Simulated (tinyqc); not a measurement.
Bond angle at oxygen: bond unit of a tetrahedral oxide and its oxygen vacancy in tight binding.

Two sp3 hybrids h1, h2 at eh = (es + 3 ep)/4 point at one oxygen with orbitals s, px, py, pz; x joins the two cations, z bisects the angle phi, and th = (180 - phi)/2. With u = hbar^2/(m d^2) = 2c/d^2, c = hbar^2/2m0: Vhs = -(1.32 + sqrt3 x 1.42) u/2 and Vhp = (1.42 + sqrt3 x 2.22) u/2. <h|s> = Vhs for both; <h1|px> = Vhp cos(th), <h2|px> = -Vhp cos(th); <h|pz> = Vhp sin(th) for both; py is a lone pair. The unit holds 8 electrons. Coupling between units, which widens the levels into bands, is left out.

Constants: hbar^2/2m0 = 3.80998211 eV angstrom^2.

Parameters, chosen for this exercise (near tabulated values for SiO2; shifted at random, so the results belong to these values and not to a real crystal): es = -14.78 eV (s level of the cation); ep = -7.5 eV (p level of the cation); eos = -33.52 eV (s level of oxygen); eop = -16.82 eV (p level of oxygen); d = 1.59 angstrom (cation-oxygen distance).

phi is varied at fixed d. Levels above eop; cation-cation distance 2 d cos(th); band energy is twice the sum of the four filled levels, relative to phi = 180; excess on O is the number of electrons on oxygen less 6.

Against phi:

| phi (deg) | distance (angstrom) | level 2 | level 3 | level 5 | level 6 | excess on O | band energy (eV) |
|---|---|---|---|---|---|---|---|
| 110 | 2.605 | -6.178 | -2.774 | 12.903 | 13.678 | 0.890 | -2.125 |
| 120 | 2.754 | -6.667 | -2.217 | 12.298 | 14.167 | 0.916 | -1.893 |
| 130 | 2.882 | -7.090 | -1.668 | 11.706 | 14.590 | 0.953 | -1.555 |
| 150 | 3.072 | -7.720 | -0.689 | 10.663 | 15.220 | 1.050 | -0.729 |
| 160 | 3.132 | -7.920 | -0.322 | 10.275 | 15.420 | 1.099 | -0.355 |
| 170 | 3.168 | -8.041 | -0.083 | 10.024 | 15.541 | 1.136 | -0.094 |
| 180 | 3.180 | -8.082 | 0.000 | 9.936 | 15.582 | 1.149 | 0.000 |

Give the missing row, phi (deg) = 140.

Computed row:
```
phi (deg)  distance (angstrom)  level 2  level 3  level 5  level 6  excess on O  band energy (eV)
140                      2.988   -7.442   -1.149   11.151   14.942        0.999            -1.150
```

Bending moves coupling from px to pz: level 2 rises from -8.08 to -6.18 eV and level 3 falls from 0.00 to -2.77 eV between 180 and 110 degrees. The lowest empty level is lowest at 180 degrees (9.94 eV) and highest at 110 (12.90 eV), so a spread of angles in a glass smears the conduction edge. The band energy is lowest at 110 degrees of those listed (-2.13 eV); the repulsion of the cations, not included, opposes bending.

(tinyqc, `OMP_NUM_THREADS=1 python tinyqc.py 1451387 1451388 out.jsonl`, Intel(R) Xeon(R) Processor @ 2.30GHz, 1 thread, shared host, about 0.01 s.)
